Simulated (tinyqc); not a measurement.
# Voltage drop against the pad pitch

A grid of 25 by 25 nodes with segments Rx (rows) and Ry (columns); every node draws I1 and the central node kh I1; pads with resistance Rp sit at the nodes whose row and column are multiples of the pitch, counting from 0. The drops u = Vdd - V follow from G u = i, with G the conductance matrix and i the load currents, solved directly.

Values chosen for this exercise:

| symbol | value | unit | meaning |
|---|---|---|---|
| Vdd | 0.75 | V | supply voltage |
| Rx | 0.58 | ohm | resistance of a horizontal segment |
| Ry | 1.4 | ohm | resistance of a vertical segment |
| Rp | 0.34 | ohm | resistance from a pad node to the supply |
| kh | 3 |  | factor on the load at the hot node |
| I1 | 1.2 | mA | load current of a node in the large grid |

Result of one run:
```
pitch (nodes),pads,worst drop (mV),mean drop (mV),largest drop at a pad (mV),largest pad current (mA),worst drop over Vdd (%)
4,49,12.395,9.8252,6.8597,20.176,1.6526
```

What becomes of these results when the pad pitch is changed from 4 to 2 nodes, all else the same?

Result of the changed run:
```
pitch (nodes),pads,worst drop (mV),mean drop (mV),largest drop at a pad (mV),largest pad current (mA),worst drop over Vdd (%)
2,169,2.9269,2.2137,2.0546,6.0431,0.39025
```

The whole series:
```
pitch (nodes),pads,worst drop (mV),mean drop (mV),largest drop at a pad (mV),largest pad current (mA),worst drop over Vdd (%)
1,625,0.76030,0.40931,0.76030,2.2362,0.10137
2,169,2.9269,2.2137,2.0546,6.0431,0.39025
3,81,6.6549,5.3487,4.1056,12.075,0.88732
4,49,12.395,9.8252,6.8597,20.176,1.6526
6,25,28.025,22.618,14.057,41.345,3.7366
8,16,50.790,40.203,21.870,64.324,6.7720
12,9,100.39,87.488,44.380,130.53,13.386
24,4,356.92,310.19,63.954,188.10,47.589
```

The worst drop goes from 0.760 to 357 mV while the number of pads falls from 625 to 4; between the last two rows it goes as pitch^(1.83). The largest drop at a pad is 100 % of the worst drop in the first row and 17.9 % in the last; the rest falls along the wires. For pitch = 24 the drop exceeds 15 % of the supply, where loads no longer draw a fixed current.

Computed by the program tinyqc: `OMP_NUM_THREADS=1 python tinyqc.py 2770151 2770152 out.jsonl`, one thread of a shared Intel Xeon 2.30GHz, about 0.2 s for the whole run.
